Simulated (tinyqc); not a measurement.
Round or elliptic silicon nanowire with anisotropic valleys (Ritz method): one step. Stretching the ellipse.

Wire along x = [100] on a (001) wafer, y = [010], z = [001]. Valley groups, two valleys each (w = inverse masses): A, axis along z: w_y = 1/mt, w_z = 1/ml, m_x = mt; B, axis along y: w_y = 1/ml, w_z = 1/mt, m_x = mt; C, axis along x: w_y = w_z = 1/mt, m_x = ml.

Constants: hbar^2/2m0 = 3.80998211 eV angstrom^2.

Parameters, chosen for this exercise (near those of a Si nanowire; not measured data): ml = 0.922 m0 (longitudinal mass); mt = 0.189 m0 (transverse mass); a = 21 angstrom (semi-axis along y); b = 21 angstrom (semi-axis along z).

Question. Scaling y by 1/sqrt(w_y) and z by 1/sqrt(w_z) makes the mass 1 and the semi-axes A = a/sqrt(w_y), B = b/sqrt(w_z). List them with the one-function estimate 3c (1/A^2 + 1/B^2) and the slender limit c (pi/2s)^2 (1 + 2s/(pi l)), s and l the smaller and larger of A, B; c = hbar^2/2m0.

Give: Groups.

Answer.

Groups:
```
group  g      A      B  axis ratio  one function (eV)  slender limit (eV)
A      2   9.13  20.16       2.209             0.1652              0.1453
B      2  20.16   9.13       2.209             0.1652              0.1453
C      2   9.13   9.13       1.000             0.2743              0.1846
```

The one-function value suits axis ratios near 1 and the slender limit ratios well above 2.

(tinyqc, `OMP_NUM_THREADS=1 python tinyqc.py 1282615 1282616 out.jsonl`, Intel(R) Xeon(R) Processor @ 2.30GHz, 1 thread, shared host, about 0.06 s.)
